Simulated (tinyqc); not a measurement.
What each parameter does: shallow acceptor in the spherical four-band model.

Units Ry* = Ry/(g1 eps^2) and a* = a0 eps g1; mu = (6 g3 + 4 g2)/(5 g1) is the spherical heavy-light coupling and delta = (g3 - g2)/g1 the cubic term, which is left out.

The ground state 1S3/2 has an L = 0 part f(r) and an L = 2 part g(r). In units of Ry* and a*, with Gaussians f_i = exp(-a_i r^2), g_i = r^2 exp(-a_i r^2), A = a_i + a_j and I(n) = Gamma((n + 1)/2)/(2 A^((n + 1)/2)): S_ff = I(2), S_gg = I(6), H_ff = (6 a_i a_j/A) I(2) - 2 I(1), H_gg = (14 a_i a_j/A) I(6) - 2 I(5), H_fg = -mu [15 I(2) - 20 a_j I(4) + 4 a_j^2 I(6)]; each function is then normalised. The split-off band is left out.

Converged values use 22 exponents 2.2^i, i = -7 to 14, for f and for g.
Constants: Ry = 13.60569312 eV; a0 (Bohr radius) = 0.5291772105 angstrom.

Values chosen for the exercise (near those of a shallow acceptor in Ge; the results hold for these values, not for the real material):
- g1 = 13.39 (Luttinger gamma1)
- g2 = 4.23 (gamma2)
- g3 = 5.68 (gamma3)
- eps = 16.1 (dielectric constant)

Converged values.

Results for these values:

| case | mu | Ry* (meV) | binding (meV) | <r> (angstrom) |
|---|---|---|---|---|
| base | 0.762 | 3.92 | 8.74 | 84.4 |

What happens to each result for eps = 17.4, all else kept?

Answer: mu does not change at the printed digits; Ry* falls from 3.92 to 3.36; binding falls from 8.74 to 7.49; <r> rises from 84.4 to 91.2.

The same for each parameter in turn:

| case | mu | Ry* (meV) | binding (meV) | <r> (angstrom) |
|---|---|---|---|---|
| base | 0.762 | 3.92 | 8.74 | 84.4 |
| g1 = 14.46 | 0.705 | 3.63 | 6.84 | 106.3 |
| g2 = 3.6 | 0.724 | 3.92 | 7.77 | 93.9 |
| g3 = 5.23 | 0.721 | 3.92 | 7.71 | 94.6 |
| eps = 17.4 | 0.762 | 3.36 | 7.49 | 91.2 |

g1 acts twice: it lowers Ry* and it lowers mu.

Program tinyqc; command `OMP_NUM_THREADS=1 python tinyqc.py 1250570 1250571 out.jsonl`; about 0.07 s on one thread of a shared Intel(R) Xeon(R) Processor @ 2.30GHz.
